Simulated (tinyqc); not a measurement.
## Permittivity and interface capacitance from two thicknesses

Problem. 1/C = t/(eps0 ek) + 2/ci for planar capacitors that differ only in thickness. Find ek, ci and the EOT of the interfaces, 2 x 3.9 eps0/ci.

Constants: eps0 = 8.8541878128e-14 F/cm where lengths are in cm. Results are converted to the units shown.

C at t = 11 and 34 nm (uF/cm^2): [0.66238050, 0.21449179]

Answer. 1/C is a straight line in t: the slope gives ek and the intercept 2/ci. A single thickness would give only the effective permittivity; when the interfaces are a small part of 1/C, ci needs very accurate data.

ek = 8.240
ci = 1000 uF/cm^2
EOT of the interfaces = 0.006906 nm

Program tinyqc, `OMP_NUM_THREADS=1 python tinyqc.py 2102118 2102119 out.jsonl`; Intel Xeon 2.30GHz, shared host, one thread, about 0.01 s.
